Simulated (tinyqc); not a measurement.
CMOS inverter, nodal equation and switching: two steps of the calculation.

An n-channel pull-down (bn, VTn) and a p-channel pull-up (bp, VTp) share the input Vin and the output node Vout, which carries the load C. Transistor (EKV form, voltages against the body): I = 2 n b Vt^2 [F(vp - Vs) - F(vp - Vd)] from drain to source, F(v) = ln^2(1 + exp(v/(2 Vt))), vp = (Vg - VT + sg |Vd - Vs|)/n. n-channel bodies are at 0; for the p-channel device all voltages are counted down from Vdd. b in uA/V^2 gives I in uA. Static: In = Ip. Transient: C dVout/dt = Ip - In. No velocity saturation, no gate capacitance beyond C.

Values chosen for this exercise: temperature T = 300 K; supply voltage Vdd = 0.6 V; slope factor n = 1.33; drain-induced barrier lowering sg = 0.119; n-channel threshold VTn = 0.45 V; p-channel threshold (magnitude) VTp = 0.31 V; gain factor of the pull-down transistor bn = 560 uA/V^2; gain factor of the pull-up transistor bp = 560 uA/V^2; load capacitance C = 1.1 fF; input voltage Vin = 0.24 V; time step dt = 9 ps.

Constants: q = 1.602176634e-19 C, kB = 1.380649e-23 J/K, Vt = kB T/q. Results are converted to the units shown.

Problem 1. Output voltage by Newton steps. f = In - Ip at (Vin, Vout); G = df/dVout by a central difference with +/- 1e-6 V; Vout(new) = Vout - f/G.

Vout at the start = 0.3 V

Give: In; Ip; G; Vout after iteration 1.

Solution 1.

In = 0.005796 uA
Ip = 2.237 uA
G = 4.034 uS
Vout after iteration 1 = 0.8530 V

This step lands outside the rails.

Problem 2. One time step of the falling output. The input steps to Vdd at t = 0; I = In - Ip. Trapezoidal rule: V(new) = V - (dt/C)[I(V) + I(V(new))]/2, solved for V(new); 1 ps uA/fF = 1 mV.

Vout after step 1 = 0.51707467 V

Give: I(V); I(V(new)); Vout after step 2.

Solution 2.

I(V) = 9.698 uA
I(V(new)) = 8.933 uA
Vout after step 2 = 0.4409 V

Numbers from tinyqc (`OMP_NUM_THREADS=1 python tinyqc.py 2340057 2340058 out.jsonl`; about 0.04 s on one thread of a shared Intel Xeon 2.30GHz).
